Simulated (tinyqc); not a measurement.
Mobility of a non-polar semiconductor in the relaxation-time approximation: one step, computed by the program tinyqc.

Each valley is treated as a sphere of mass m_d for states and rates, with one isotropic relaxation time; the conductivity mass m_c sets the current.

Problem. Rates at a few energies. Parabolic band: E = hbar^2 k^2/(2 m), speed v = hbar k/m, states per spin, volume and energy g(E) = m k/(2 pi^2 hbar^2). Here m = m_d. Masses are multiplied by m_0 and all formulas are in SI units. Phonon occupation N_q = 1/(exp(hbar w/(k_B T)) - 1). Acoustic deformation potential (elastic, equipartition, absorption and emission together): 1/tau = 2 pi k_B T D_A^2 g(E)/(hbar rho v_l^2). Optical or intervalley deformation potential: 1/tau = (pi Z_f D_o^2/(rho w)) [N_q g(E + hbar w) + (N_q + 1) g(E - hbar w)], with g = 0 below the band edge. Each optical term is multiplied by (1 - f(E'))/(1 - f(E)), E' the final energy, for Pauli blocking. Singly charged impurities, momentum relaxation: 1/tau = N_I e^4 m (1 + 2 alpha E) Phi/(8 pi (eps_s eps_0)^2 hbar^3 k^3), with alpha = 0 for a parabolic band. Brooks-Herring: Phi = ln(1 + b) - b/(1 + b), b = 4 k^2 L_s^2. Neutral impurities (Erginsoy): 1/tau = 20 N_n a_B hbar/m, a_B = 4 pi eps_s eps_0 hbar^2/(m e^2).

Inputs (values chosen for the exercise, modelled on electrons in diamond): static permittivity eps_s = 5.7; density rho = 3515 kg/m^3; sound velocity v_l = 18600 m/s; acoustic deformation potential D_A = 8.4 eV; phonon energy hbar w = 146 meV; optical or intervalley deformation potential D_o = 8.2 1e8 eV/cm; final valleys Z_f = 5; temperature T = 300 K; neutral impurity density N_n = 3e+16 1/cm^3.

Band: parabolic. Impurity formula: Brooks-Herring. Further scattering: neutral impurities.

reduced Fermi level eta = -11.77913

density-of-states mass m_d = 0.4852548 m_0

ionised impurity density N_I = 8.680645e+14 1/cm^3

screening length L_s = 144.5014 nm

Constants: k_B = 8.617333262e-05 eV/K; k_B = 1.380649e-23 J/K; e = 1.602176634e-19 C; hbar = 1.054571817e-34 J s; m_0 = 9.1093837015e-31 kg; hbar = 6.582119569e-16 eV s; eps_0 = 8.8541878128e-12 F/m.

Give: Rates (1e12/s) at E = (max(eta, 0) + 0.5, 1, 2, 4) k_B T.

Solution.

Rates (1e12/s) at E = (max(eta, 0) + 0.5, 1, 2, 4) k_B T:
```
E (meV)  acoustic  optical  ionised impurity  neutral impurity
12.9       0.3003  0.03525            0.4300           0.08898
25.9       0.4247  0.03666            0.1644           0.08898
51.7       0.6006  0.03932            0.0625           0.08898
103.4      0.8494  0.04416            0.0236           0.08898
```
